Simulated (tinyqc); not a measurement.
# Worked calculation: free and trapped electrons in a MOS channel with a dense trap tail

Program tinyqc, `OMP_NUM_THREADS=1 python tinyqc.py 2222213 2222214 out.jsonl`; Intel Xeon 2.30GHz, shared host, one thread, about 0.02 s. Printed values are rounded.

p-type body, charge-sheet picture, full ionisation (an idealisation for deep acceptors), Boltzmann statistics for free electrons. e = Ec - EF at the surface. Acceptor-like traps of density D(E) = D0 + De exp(-E/Ew) at depth E below Ec, from 0 to Eu, hold n_t = integral of D(E)/(1 + exp((e - E)/Vt)). psi = Eg - Vt ln(Nv/Na) - e; N_dep = sqrt(2 eps0 eps_r Na (psi - Vt)/q); n_f = sqrt(N_dep^2 + 2 eps0 eps_r Vt Nc exp(-e/Vt)/q) - N_dep; Vg = Vfb + psi + q (N_dep + n_t + n_f)/Cox, Cox = eps0 eox/tox.

Values chosen for this exercise; band and dielectric values close to those of 4H silicon carbide: temperature T = 300 K; band gap Eg = 3.26 eV; relative permittivity eps_r = 9.52; conduction-band density of states at T Nc = 1.68e19 cm^-3; valence-band density of states at T Nv = 2.51e19 cm^-3; relative permittivity of the insulator eox = 3.9; insulator thickness tox = 31 nm; acceptor density Na = 4e16 cm^-3; flat-band voltage without trapped charge Vfb = -2.71 V; constant background density of acceptor-like traps D0 = 2.8e10 cm^-2 eV^-1; density of the tail at the conduction edge De = 9.8e12 cm^-2 eV^-1; decay energy of the tail Ew = 0.09 eV; depth below Ec down to which the traps reach Eu = 0.75 eV; mobility of free electrons mf = 110 cm^2/(V s); Ec - EF at the surface e = 0.04 eV.

Constants: q = 1.602176634e-19 C, kB = 1.380649e-23 J/K, Vt = kB T/q, eps0 = 8.8541878128e-14 F/cm where lengths are in cm. Results are converted to the units shown.

Range of the model: EF lies less than 2 Vt below the band edge, or above it, where degeneracy and confinement, left out, matter.

## Trapped charge

Trapezoid rule on 14 equal steps from 0 to Eu, f = 1/(1 + exp((e - E)/Vt)).

| point | E (eV) | D(E) f (cm^-2 eV^-1) |
|---|---|---|
| 0 | 0 | 1.724628e12 |
| 1 | 0.05357143 | 3.412987e12 |
| 2 | 0.1071429 | 2.799442e12 |
| 3 | 0.1607143 | 1.655711e12 |
| 4 | 0.2142857 | 9.330307e11 |
| 5 | 0.2678571 | 5.275912e11 |
| 6 | 0.3214286 | 3.035278e11 |
| 7 | 0.375 | 1.799373e11 |
| 8 | 0.4285714 | 1.117832e11 |
| 9 | 0.4821429 | 7.420069e10 |
| 10 | 0.5357143 | 5.347651e10 |
| 11 | 0.5892857 | 4.204854e10 |
| 12 | 0.6428571 | 3.574681e10 |
| 13 | 0.6964286 | 3.227183e10 |
| 14 | 0.75 | 3.035562e10 |

n_t = 5.913882e11 cm^-2

With 1600 steps n_t = 6.000e11 cm^-2; the coarse value is 1.4 % below it.

## Charges and gate voltage

psi, N_dep, n_f and Vg as defined, with the n_t given; free share n_f/(n_f + n_t); apparent mobility mf n_f/(n_f + n_t); gate voltage spent on traps q n_t/Cox.

psi = 3.053468 V
N_dep = 1.128842e12 cm^-2
n_f = 3.701221e11 cm^-2
Vg = 3.350085 V
free share = 38.49383 %
apparent mobility = 42.34321 cm^2/(V s)
gate voltage spent on traps = 0.8506118 V
